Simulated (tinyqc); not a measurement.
Inside a calculation (part 1 of 2). Method: CIS and TDHF on RHF in the sto-6g basis, for BeH2, spin multiplicity 1. Computed by tinyqc, a small Python program that keeps every step (integrals from PySCF). Settings: charge = 0, multiplicity = 1, basis = sto-6g, method = RHF, energy threshold = 1e-10, iteration cap = 57, orthogonalisation = symmetric, start = core, DIIS depth = 6, TDHF = 1. Command: `OMP_NUM_THREADS=1 python tinyqc.py 22172 22173 out.jsonl` (the two numbers bound the seeds that draw the settings). One thread of a shared host (Intel(R) Xeon(R) Processor @ 2.60GHz), about 0.1 s of CPU time with the checks. The early iterations of the SCF are left out here.

## One-electron integrals

Geometry (angstrom):
```
atom         x          y         z
Be    0.000000   0.000000  0.000000
H     0.000000   1.348000  0.005000
H     0.000000  -1.348000  0.005000
```

Basis sto-6g: exponents (1/bohr^2) and contraction coefficients of normalised primitives:
```
element  l (shell)    exponent  coefficient
Be           s (1)  312.870494     0.009164
Be           s (1)   57.364463     0.049361
Be           s (1)   16.048509     0.168538
Be           s (1)    5.513096     0.370563
Be           s (1)    2.140897     0.416492
Be           s (1)    0.881739     0.130334
Be           s (2)   13.633247    -0.013253
Be           s (2)    2.698375    -0.046992
Be           s (2)    0.838653    -0.033785
Be           s (2)    0.322660     0.250242
Be           s (2)    0.140131     0.595117
Be           s (2)    0.064233     0.240706
Be           p (3)   13.633247     0.003760
Be           p (3)    2.698375     0.037679
Be           p (3)    0.838653     0.173897
Be           p (3)    0.322660     0.418036
Be           p (3)    0.140131     0.425860
Be           p (3)    0.064233     0.101708
H            s (1)   35.523221     0.009164
H            s (1)    6.513144     0.049361
H            s (1)    1.822143     0.168538
H            s (1)    0.625955     0.370563
H            s (1)    0.243077     0.416492
H            s (1)    0.100112     0.130334
```

Overlap, kinetic and nuclear-attraction integrals over the contracted functions; the nuclear repulsion is the sum of Za Zb / Rab.

nuclear repulsion = 3.33677832 hartree

overlap S:
```
           1Be 1s    1Be 2s   1Be 2px    1Be 2py   1Be 2pz     2H 1s      3H 1s
1Be 1s   1.000000  0.254764  0.000000   0.000000  0.000000  0.070817   0.070817
1Be 2s   0.254764  1.000000  0.000000   0.000000  0.000000  0.457466   0.457466
1Be 2px  0.000000  0.000000  1.000000   0.000000  0.000000  0.000000   0.000000
1Be 2py  0.000000  0.000000  0.000000   1.000000  0.000000  0.522858  -0.522858
1Be 2pz  0.000000  0.000000  0.000000   0.000000  1.000000  0.001939   0.001939
2H 1s    0.070817  0.457466  0.000000   0.522858  0.001939  1.000000   0.037222
3H 1s    0.070817  0.457466  0.000000  -0.522858  0.001939  0.037222   1.000000
```

kinetic energy T (hartree):
```
            1Be 1s     1Be 2s   1Be 2px    1Be 2py   1Be 2pz      2H 1s      3H 1s
1Be 1s    6.768753  -0.207382  0.000000   0.000000  0.000000  -0.013979  -0.013979
1Be 2s   -0.207382   0.220121  0.000000   0.000000  0.000000   0.067784   0.067784
1Be 2px   0.000000   0.000000  0.661265   0.000000  0.000000   0.000000   0.000000
1Be 2py   0.000000   0.000000  0.000000   0.661265  0.000000   0.190383  -0.190383
1Be 2pz   0.000000   0.000000  0.000000   0.000000  0.661265   0.000706   0.000706
2H 1s    -0.013979   0.067784  0.000000   0.190383  0.000706   0.768522  -0.008266
3H 1s    -0.013979   0.067784  0.000000  -0.190383  0.000706  -0.008266   0.768522
```

nuclear attraction V (hartree):
```
             1Be 1s     1Be 2s    1Be 2px    1Be 2py    1Be 2pz      2H 1s      3H 1s
1Be 1s   -15.499915  -1.850740   0.000000   0.000000  -0.000139  -0.564311  -0.564311
1Be 2s    -1.850740  -3.035114   0.000000   0.000000  -0.001092  -1.348972  -1.348972
1Be 2px    0.000000   0.000000  -2.958329   0.000000   0.000000   0.000000   0.000000
1Be 2py    0.000000   0.000000   0.000000  -3.188379   0.000000  -1.513549   1.513549
1Be 2pz   -0.000139  -0.001092   0.000000   0.000000  -2.958333  -0.005742  -0.005742
2H 1s     -0.564311  -1.348972   0.000000  -1.513549  -0.005742  -2.994296  -0.124329
3H 1s     -0.564311  -1.348972   0.000000   1.513549  -0.005742  -0.124329  -2.994296
```

core Hamiltonian H = T + V (hartree):
```
            1Be 1s     1Be 2s    1Be 2px    1Be 2py    1Be 2pz      2H 1s      3H 1s
1Be 1s   -8.731162  -2.058122   0.000000   0.000000  -0.000139  -0.578290  -0.578290
1Be 2s   -2.058122  -2.814993   0.000000   0.000000  -0.001092  -1.281188  -1.281188
1Be 2px   0.000000   0.000000  -2.297064   0.000000   0.000000   0.000000   0.000000
1Be 2py   0.000000   0.000000   0.000000  -2.527114   0.000000  -1.323166   1.323166
1Be 2pz  -0.000139  -0.001092   0.000000   0.000000  -2.297067  -0.005036  -0.005036
2H 1s    -0.578290  -1.281188   0.000000  -1.323166  -0.005036  -2.225774  -0.132595
3H 1s    -0.578290  -1.281188   0.000000   1.323166  -0.005036  -0.132595  -2.225774
```

## Two-electron integrals

Functions are numbered as in S; the eight-fold symmetry (ij|kl) = (ji|kl) = (kl|ij) leaves the list below.

Two-electron integrals (ij|kl) in chemists' order, unique and non-zero (hartree):
```
(11|11) 2.299996    (21|11) 0.361879    (21|21) 0.071926    (22|11) 0.570332
(22|21) 0.139654    (22|22) 0.417773    (31|31) 0.015252    (32|31) 0.022555
(32|32) 0.092340    (33|11) 0.570332    (33|21) 0.139654    (33|22) 0.417773
(33|33) 0.450117    (41|41) 0.015252    (42|41) 0.022555    (42|42) 0.092340
(43|43) 0.024258    (44|11) 0.570332    (44|21) 0.139654    (44|22) 0.417773
(44|33) 0.401601    (44|44) 0.450117    (51|51) 0.015252    (52|51) 0.022555
(52|52) 0.092340    (53|53) 0.024258    (54|54) 0.024258    (55|11) 0.570332
(55|21) 0.139654    (55|22) 0.417773    (55|33) 0.401601    (55|44) 0.401601
(55|55) 0.450117    (61|11) 0.103934    (61|21) 0.020031    (61|22) 0.038628
(61|33) 0.038311    (61|41) 0.001976    (61|42) 0.003793    (61|44) 0.039262
(61|51) 0.000007    (61|52) 0.000014    (61|54) 3.53e-06    (61|55) 0.038311
(61|61) 0.005899    (62|11) 0.224082    (62|21) 0.055589    (62|22) 0.178112
(62|33) 0.171701    (62|41) 0.007780    (62|42) 0.043834    (62|44) 0.190933
(62|51) 0.000029    (62|52) 0.000163    (62|54) 0.000071    (62|55) 0.171701
(62|61) 0.017025    (62|62) 0.108606    (63|31) 0.005677    (63|32) 0.025033
(63|43) 0.007839    (63|53) 0.000029    (63|63) 0.010670    (64|11) 0.232649
(64|21) 0.058506    (64|22) 0.196115    (64|33) 0.184626    (64|41) 0.012688
(64|42) 0.068627    (64|44) 0.219093    (64|51) 0.000026    (64|52) 0.000162
(64|54) 0.000099    (64|55) 0.184626    (64|61) 0.018893    (64|62) 0.136639
(64|64) 0.178582    (65|11) 0.000863    (65|21) 0.000217    (65|22) 0.000727
(65|33) 0.000685    (65|41) 0.000026    (65|42) 0.000162    (65|44) 0.000755
(65|51) 0.005677    (65|52) 0.025034    (65|54) 0.007839    (65|55) 0.000743
(65|61) 0.000070    (65|62) 0.000507    (65|64) 0.000623    (65|65) 0.010672
(66|11) 0.389043    (66|21) 0.098543    (66|22) 0.350378    (66|33) 0.325064
(66|41) 0.017102    (66|42) 0.120530    (66|44) 0.401005    (66|51) 0.000063
(66|52) 0.000447    (66|54) 0.000282    (66|55) 0.325065    (66|61) 0.031397
(66|62) 0.265792    (66|64) 0.356352    (66|65) 0.001322    (66|66) 0.774999
(71|11) 0.103934    (71|21) 0.020031    (71|22) 0.038628    (71|33) 0.038311
(71|41) -0.001976   (71|42) -0.003793   (71|44) 0.039262    (71|51) 0.000007
(71|52) 0.000014    (71|54) -3.53e-06   (71|55) 0.038311    (71|61) 0.005345
(71|62) 0.014141    (71|64) 0.014231    (71|65) 0.000058    (71|66) 0.024589
(71|71) 0.005899    (72|11) 0.224082    (72|21) 0.055589    (72|22) 0.178112
(72|33) 0.171701    (72|41) -0.007780   (72|42) -0.043834   (72|44) 0.190933
(72|51) 0.000029    (72|52) 0.000163    (72|54) -0.000071   (72|55) 0.171701
(72|61) 0.014141    (72|62) 0.059226    (72|64) 0.058720    (72|65) 0.000272
(72|66) 0.107827    (72|71) 0.017025    (72|72) 0.108606    (73|31) 0.005677
(73|32) 0.025033    (73|43) -0.007839   (73|53) 0.000029    (73|63) 0.004740
(73|73) 0.010670    (74|11) -0.232649   (74|21) -0.058506   (74|22) -0.196115
(74|33) -0.184626   (74|41) 0.012688    (74|42) 0.068627    (74|44) -0.219093
(74|51) -0.000026   (74|52) -0.000162   (74|54) 0.000099    (74|55) -0.184626
(74|61) -0.014231   (74|62) -0.058720   (74|64) -0.055237   (74|65) -0.000265
(74|66) -0.104358   (74|71) -0.018893   (74|72) -0.136639   (74|74) 0.178582
(75|11) 0.000863    (75|21) 0.000217    (75|22) 0.000727    (75|33) 0.000685
(75|41) -0.000026   (75|42) -0.000162   (75|44) 0.000755    (75|51) 0.005677
(75|52) 0.025034    (75|54) -0.007839   (75|55) 0.000743    (75|61) 0.000058
(75|62) 0.000272    (75|64) 0.000265    (75|65) 0.004741    (75|66) 0.000507
(75|71) 0.000070    (75|72) 0.000507    (75|74) -0.000623   (75|75) 0.010672
(76|11) 0.022403    (76|21) 0.005401    (76|22) 0.015853    (76|33) 0.015554
(76|44) 0.016450    (76|51) 0.000005    (76|52) 0.000025    (76|55) 0.015554
(76|61) 0.001505    (76|62) 0.007037    (76|64) 0.007938    (76|65) 0.000036
(76|66) 0.014538    (76|71) 0.001505    (76|72) 0.007037    (76|74) -0.007938
(76|75) 0.000036    (76|76) 0.000615    (77|11) 0.389043    (77|21) 0.098543
(77|22) 0.350378    (77|33) 0.325064    (77|41) -0.017102   (77|42) -0.120530
(77|44) 0.401005    (77|51) 0.000063    (77|52) 0.000447    (77|54) -0.000282
(77|55) 0.325065    (77|61) 0.024589    (77|62) 0.107827    (77|64) 0.104358
(77|65) 0.000507    (77|66) 0.196230    (77|71) 0.031397    (77|72) 0.265792
(77|74) -0.356352   (77|75) 0.001322    (77|76) 0.014538    (77|77) 0.774999
```

## Orthogonalisation

S = U s U^T; symmetric (Loewdin) form X = U s^(-1/2) U^T, so that X^T S X = 1.

eigenvalues of S: 0.241721  0.350219  0.937182  1.000000  1.000016  1.721056  1.749805

X:
```
            1Be 1s     1Be 2s   1Be 2px    1Be 2py    1Be 2pz      2H 1s      3H 1s
1Be 1s    1.027036  -0.148124  0.000000   0.000000  -0.000063   0.015073   0.015073
1Be 2s   -0.148124   1.254156  0.000000   0.000000   0.000953  -0.311165  -0.311165
1Be 2px   0.000000   0.000000  1.000000   0.000000   0.000000   0.000000   0.000000
1Be 2py   0.000000   0.000000  0.000000   1.382110   0.000000  -0.449472   0.449472
1Be 2pz  -0.000063   0.000953  0.000000   0.000000   1.000004  -0.001302  -0.001302
2H 1s     0.015073  -0.311165  0.000000  -0.449472  -0.001302   1.305813  -0.108295
3H 1s     0.015073  -0.311165  0.000000   0.449472  -0.001302  -0.108295   1.305813
```

## Iteration 7 (converged): orbitals

converged F (hartree):
```
            1Be 1s     1Be 2s   1Be 2px    1Be 2py    1Be 2pz      2H 1s      3H 1s
1Be 1s   -4.588638  -1.248812  0.000000   0.000000   0.000076  -0.352594  -0.352594
1Be 2s   -1.248812  -0.601038  0.000000   0.000000  -0.000862  -0.411782  -0.411782
1Be 2px   0.000000   0.000000  0.208748   0.000000   0.000000   0.000000   0.000000
1Be 2py   0.000000   0.000000  0.000000  -0.234318   0.000000  -0.334249   0.334249
1Be 2pz   0.000076  -0.000862  0.000000   0.000000   0.208744  -0.001002  -0.001002
2H 1s    -0.352594  -0.411782  0.000000  -0.334249  -0.001002  -0.314158  -0.048647
3H 1s    -0.352594  -0.411782  0.000000   0.334249  -0.001002  -0.048647  -0.314158
```

Diagonalise F' = X^T F X, C = X C', fill 3 alpha and 3 beta electrons from the bottom; D = 2 C_occ C_occ^T. Each column has its largest component positive (the first on a tie).

F' = X^T F X (hartree):
```
           1          2         3          4          5          6          7
1  -4.491653  -0.649417  0.000000   0.000000   0.000099  -0.060313  -0.060313
2  -0.649417  -0.074541  0.000000   0.000000   0.000389  -0.333511  -0.333511
3   0.000000   0.000000  0.208748   0.000000   0.000000   0.000000   0.000000
4   0.000000   0.000000  0.000000   0.275687   0.000000  -0.474005   0.474005
5   0.000099   0.000389  0.000000   0.000000   0.208749  -0.001260  -0.001260
6  -0.060313  -0.333511  0.000000  -0.474005  -0.001260   0.098581  -0.125597
7  -0.060313  -0.333511  0.000000   0.474005  -0.001260  -0.125597   0.098581
```

orbital energies (hartree): MO1 -4.590242, MO2 -0.456381, MO3 -0.420907, MO4 0.208741, MO5 0.208748, MO6 0.453421, MO7 0.920772

coefficients C:
```
               MO1        MO2        MO3        MO4       MO5        MO6        MO7
1Be 1s    0.994625  -0.213451   0.000000   0.001552  0.000000  -0.205802   0.000000
1Be 2s    0.021511   0.553614   0.000000  -0.007379  0.000000   1.217165   0.000000
1Be 2px   0.000000   0.000000   0.000000   0.000000  1.000000   0.000000   0.000000
1Be 2py   0.000000   0.000000   0.500337   0.000000  0.000000   0.000000   1.436643
1Be 2pz  -0.000005   0.000882   0.000000   0.999973  0.000000   0.008099   0.000000
2H 1s    -0.002031   0.398166   0.408835   0.003049  0.000000  -0.809647  -1.017217
3H 1s    -0.002031   0.398166  -0.408835   0.003049  0.000000  -0.809647   1.017217
```

D after iteration 7:
```
            1Be 1s     1Be 2s   1Be 2px    1Be 2py    1Be 2pz      2H 1s      3H 1s
1Be 1s    2.069682  -0.193549  0.000000   0.000000  -0.000387  -0.174018  -0.174018
1Be 2s   -0.193549   0.613903  0.000000   0.000000   0.000977   0.440773   0.440773
1Be 2px   0.000000   0.000000  0.000000   0.000000   0.000000   0.000000   0.000000
1Be 2py   0.000000   0.000000  0.000000   0.500675   0.000000   0.409111  -0.409111
1Be 2pz  -0.000387   0.000977  0.000000   0.000000   0.000002   0.000703   0.000703
2H 1s    -0.174018   0.440773  0.000000   0.409111   0.000703   0.651372  -0.017212
3H 1s    -0.174018   0.440773  0.000000  -0.409111   0.000703  -0.017212   0.651372
```

## Convergence

Stop when the energy changes by less than 1e-10 hartree and every element of the error matrix X^T (F D S - S D F) X is below 3e-06.

Course of the cycle:
```
iteration   E (hartree)     change  largest element of the error matrix
1          -15.24661563          -                             5.58e-01
2          -15.71971650  -4.73e-01                             5.26e-02
3          -15.72280122  -3.08e-03                             1.29e-03
4          -15.72280425  -3.03e-06                             2.00e-04
5          -15.72280436  -1.04e-07                             1.02e-05
6          -15.72280436  -2.89e-10                             1.62e-06
7          -15.72280436  -8.15e-12                             2.66e-09
```

PySCF RHF in the same basis = -15.72280436 hartree

Converged in 7 iterations.

## Integrals over molecular orbitals

(pq|rs) = sum C_ip C_jq C_kr C_ls (ij|kl), one index at a time.

one-electron integrals over orbitals h = C^T H C (hartree):
```
           1          2          3          4          5          6          7
1  -8.722052   0.222519   0.000000  -0.001801   0.000000   0.205135   0.000000
2   0.222519  -2.454994   0.000000   0.000286   0.000000  -0.189077   0.000000
3   0.000000   0.000000  -2.415007   0.000000   0.000000   0.000000  -0.282976
4  -0.001801   0.000286   0.000000  -2.297055   0.000000  -0.001688   0.000000
5   0.000000   0.000000   0.000000   0.000000  -2.297064   0.000000   0.000000
6   0.205135  -0.189077   0.000000  -0.001688   0.000000  -1.936211   0.000000
7   0.000000   0.000000  -0.282976   0.000000   0.000000   0.000000  -1.812987
```

Two-electron integrals over orbitals (pq|rs), unique and non-zero (hartree):
```
(11|11) 2.280496    (21|11) -0.197473   (21|21) 0.026757    (22|11) 0.486458
(22|21) -0.006477   (22|22) 0.396863    (31|31) 0.005996    (32|31) 0.013731
(32|32) 0.165104    (33|11) 0.455575    (33|21) -0.002419   (33|22) 0.410347
(33|33) 0.433356    (41|11) 0.001459    (41|21) -0.000181   (41|22) 0.000129
(41|33) 0.000072    (41|41) 0.016047    (42|11) -0.000587   (42|21) 0.000063
(42|22) 0.000381    (42|33) 0.000365    (42|41) 0.015026    (42|42) 0.048694
(43|31) -4.02e-06   (43|32) 0.000404    (43|43) 0.014470    (44|11) 0.570048
(44|21) -0.007470   (44|22) 0.367389    (44|33) 0.355066    (44|41) -0.000192
(44|42) -0.000878   (44|44) 0.450122    (51|51) 0.016046    (52|51) 0.015027
(52|52) 0.048694    (53|53) 0.014469    (54|51) -0.000118   (54|52) -0.000308
(54|54) 0.024260    (55|11) 0.570050    (55|21) -0.007469   (55|22) 0.367392
(55|33) 0.355067    (55|41) 0.000044    (55|42) -0.000261   (55|44) 0.401600
(55|55) 0.450117    (61|11) -0.192872   (61|21) 0.026942    (61|22) -0.006963
(61|33) -0.003787   (61|41) -0.000087   (61|42) 0.000137    (61|44) -0.004739
(61|55) -0.004737   (61|61) 0.027383    (62|11) 0.119732    (62|21) -0.007047
(62|22) -0.024191   (62|33) -0.046702   (62|41) 0.000133    (62|42) -0.000099
(62|44) 0.054224    (62|55) 0.054230    (62|61) -0.004936   (62|62) 0.078713
(63|31) -0.002190   (63|32) -0.094151   (63|43) -0.000329   (63|63) 0.082888
(64|11) 0.000516    (64|21) 0.000023    (64|22) 0.000144    (64|33) -0.000074
(64|41) 0.016416    (64|42) 0.047375    (64|44) -0.000256   (64|55) 0.000185
(64|61) 0.000130    (64|62) 0.000697    (64|64) 0.051449    (65|51) 0.016417
(65|52) 0.047382    (65|54) -0.000221   (65|65) 0.051455    (66|11) 0.486128
(66|21) -0.007273   (66|22) 0.396301    (66|33) 0.406879    (66|41) 0.000301
(66|42) 0.000893    (66|44) 0.368393    (66|55) 0.368402    (66|61) -0.007098
(66|62) -0.032351   (66|64) 0.000614    (66|66) 0.411293    (71|31) 0.011284
(71|32) 0.020149    (71|43) -0.000025   (71|63) -0.001581   (71|71) 0.021651
(72|31) 0.003601    (72|32) -0.045065   (72|43) -0.000392   (72|63) 0.061870
(72|71) 0.007336    (72|72) 0.057632    (73|11) 0.141294    (73|21) -0.004769
(73|22) -0.006180   (73|33) -0.021033   (73|41) -0.000021   (73|42) -0.000566
(73|44) 0.060188    (73|55) 0.060188    (73|61) -0.003358   (73|62) 0.074153
(73|64) 0.000234    (73|66) -0.024438   (73|73) 0.083251    (74|31) -0.000101
(74|32) -0.000962   (74|43) 0.013732    (74|63) 0.000558    (74|71) -0.000167
(74|72) 0.000145    (74|74) 0.016524    (75|53) 0.013734    (75|75) 0.016518
(76|31) 0.011171    (76|32) 0.143352    (76|43) 0.000457    (76|63) -0.094066
(76|71) 0.016681    (76|72) -0.055472   (76|74) -0.000833   (76|76) 0.140434
(77|11) 0.575542    (77|21) -0.008421   (77|22) 0.427022    (77|33) 0.445583
(77|41) 0.000032    (77|42) 0.000071    (77|44) 0.390167    (77|55) 0.390165
(77|61) -0.008602   (77|62) -0.034855   (77|64) -0.000260   (77|66) 0.435592
(77|73) -0.010489   (77|77) 0.487304
```

## CIS matrix, singlets

A(ia,jb) = (e_a - e_i) d_ij d_ab + 2 (ia|jb) - (ij|ab).

CIS matrix A, singlet (hartree):
```
           1>4       1>5        1>6        1>7        2>4       2>5        2>6        2>7
1>4   4.261029  0.000000  -0.000690   0.000000   0.037521  0.000000   0.000242   0.000000
1>5   0.000000  4.261031   0.000000   0.000000   0.000000  0.037523   0.000000   0.000000
1>6  -0.000690  0.000000   4.612301   0.000000   0.000251  0.000000  -0.002598   0.000000
1>7   0.000000  0.000000   0.000000   4.978775   0.000000  0.000000   0.000000   0.023093
2>4   0.037521  0.000000   0.000251   0.000000   0.395121  0.000000  -0.000343   0.000000
2>5   0.000000  0.037523   0.000000   0.000000   0.000000  0.395124   0.000000   0.000000
2>6   0.000242  0.000000  -0.002598   0.000000  -0.000343  0.000000   0.670928   0.000000
2>7   0.000000  0.000000   0.000000   0.023093   0.000000  0.000000   0.000000   1.065395
3>4   0.000000  0.000000   0.000000   0.000051   0.000000  0.000000   0.000000   0.000177
3>5   0.000000  0.000000   0.000000   0.000000   0.000000  0.000000   0.000000   0.000000
3>6   0.000000  0.000000   0.000000  -0.014332   0.000000  0.000000   0.000000  -0.019612
3>7   0.000059  0.000000  -0.017886   0.000000  -0.000170  0.000000   0.004955   0.000000

           3>4       3>5        3>6        3>7
1>4   0.000000  0.000000   0.000000   0.000059
1>5   0.000000  0.000000   0.000000   0.000000
1>6   0.000000  0.000000   0.000000  -0.017886
1>7   0.000051  0.000000  -0.014332   0.000000
2>4   0.000000  0.000000   0.000000  -0.000170
2>5   0.000000  0.000000   0.000000   0.000000
2>6   0.000000  0.000000   0.000000   0.004955
2>7   0.000177  0.000000  -0.019612   0.000000
3>4   0.303522  0.000000  -0.000585   0.000000
3>5   0.000000  0.303524   0.000000   0.000000
3>6  -0.000585  0.000000   0.633224   0.000000
3>7   0.000000  0.000000   0.000000   1.062598
```
